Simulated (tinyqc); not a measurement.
Three-phonon processes in a diatomic chain: dispersion, energy and momentum conservation, and decay channels of optical phonons: one step, computed by the program tinyqc. Command: `OMP_NUM_THREADS=1 python tinyqc.py 3120628 3120629 out.jsonl threeph walk`. One thread of a shared host (Intel(R) Xeon(R) Processor @ 2.30GHz), about 0.04 s of CPU time with the checks.

Cell length a, two atoms, one spring constant. x = q a/pi runs from -1 to 1; A and O are the acoustic and optical branches. Matrix elements are not computed: only conservation laws and occupation factors are followed.

Problem. Band edges. omega^2 = k (1/m + 1/M) -/+ k sqrt((1/m + 1/M)^2 - 4 sin^2(pi x/2)/(m M)); nu = 15.6333042 THz x sqrt(omega^2) for eV/(angstrom^2 u). Acoustic top sqrt(2 k/M), optical bottom sqrt(2 k/m), optical top sqrt(2 k (1/m + 1/M)).

Inputs (values chosen for the exercise, for a model chain): light mass m = 14 u; heavy mass M = 35.6 u; spring constant k = 4.6 eV/angstrom^2.

Constants: nu for 1 eV/(angstrom^2 u) = 15.6333042 THz.

Give: acoustic top; optical bottom; optical top; optical top over twice the acoustic top; optical bottom over twice the acoustic top; optical width over acoustic top.

Solution.

acoustic top = 7.947 THz

optical bottom = 12.67 THz

optical top = 14.96 THz

optical top over twice the acoustic top = 0.9411

optical bottom over twice the acoustic top = 0.7973

optical width over acoustic top = 0.2876

The zone-centre optical phonon can decay into two acoustic ones: this needs M/m <= 3.
